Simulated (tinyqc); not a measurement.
Changing the h: Tersoff bond-order potential. Computed by tinyqc, a small Python program. Command: `OMP_NUM_THREADS=1 python tinyqc.py 3011402 3011403 out.jsonl tersoff sweep`. One thread of a shared host (Intel(R) Xeon(R) Processor @ 2.30GHz), about 0.02 s of CPU time with the checks.

E = (1/2) sum_(i, j != i) [A exp(-lambda r_ij) - b_ij B exp(-mu r_ij)], b_ij = (1 + (beta zeta_ij)^n)^(-1/(2n)), zeta_ij = sum_(k != i, j) g(theta_ijk), g = 1 + c^2/d^2 - c^2/(d^2 + (h - cos theta)^2), with theta at atom i. Only nearest neighbours count (cut-off function 1 for them, 0 beyond).

Inputs (values chosen for the exercise, modelled on germanium):
```
quantity,value,unit
A,1749.3,eV
B,425.77,eV
lambda,2.4451,1/angstrom
mu,1.7047,1/angstrom
beta,9.55e-07,-
n,0.7481,-
c,107400,-
d,15.47,-
```

Constants: 1 eV/angstrom^3 = 160.2176634 GPa.

Method:
- zeta = 3 g(cos theta = -1/3).
- With z equal bonds of order b, r = ln(lambda A/(mu b B))/(lambda - mu) and E per atom = -(z/2) b B exp(-mu r)(1 - mu/lambda).
- a0 = 4 r/sqrt3; B0 = phi''(r)/(3 a0) with phi'' = mu (lambda - mu) b B exp(-mu r), since b does not change under uniform scaling.
- Second derivatives of the energy per atom, volume V = a0^3/8: e_xx gives C11; e_xx = -e_yy gives 2 (C11 - C12); e_xy = e_yx = s/2 with a sublattice shift u_z gives C44 = (E_ss - E_su^2/E_uu)/V and Kleinman's parameter |E_su/E_uu|/(a0/4).
- Each of the four neighbours loses one bond; its three other bonds now have zeta = 2 g, for the direction that starts at it. E_v = -E + 12 x (1/2)(b(3g) - b(2g)) B exp(-mu r), where -E is the pair-like cost.

One run for each value:
```
h,bond order b,energy per atom of the diamond lattice (eV),C44 (GPa),unrelaxed vacancy energy E_v (eV),Kleinman's parameter
-0.75,0.89591,-3.0207,39.79,2.1999,0.75117
-0.70,0.91207,-3.2043,44.64,2.4694,0.71787
-0.65,0.92784,-3.3910,49.97,2.7534,0.68106
-0.60,0.94304,-3.5780,55.83,3.0475,0.63992
-0.55,0.95745,-3.7617,62.31,3.3454,0.59296
-0.50,0.97076,-3.9372,69.64,3.6381,0.53721
-0.45,0.98259,-4.0978,78.44,3.9126,0.46591
-0.40,0.99236,-4.2340,90.82,4.1502,0.35937
-0.35,0.99902,-4.3285,120.14,4.3175,0.10593
-0.30,0.99727,-4.3035,87.80,4.2731,0.27556
```

Over the rows, bond order b goes from 0.896 through a maximum among these rows, 0.999 at -0.350, to 0.997; energy per atom of the diamond lattice (eV) goes from -3.02 through a minimum among these rows, -4.33 at -0.350, to -4.30; C44 (GPa) goes from 39.8 through a maximum among these rows, 120 at -0.350, to 87.8. zeta of the diamond lattice is least when h equals cos(109.47 degrees) = -1/3; there the bond order is highest and a vacancy gains least from stronger back bonds.

Extremes, crossings and ranges named in words are read from the listed rows.
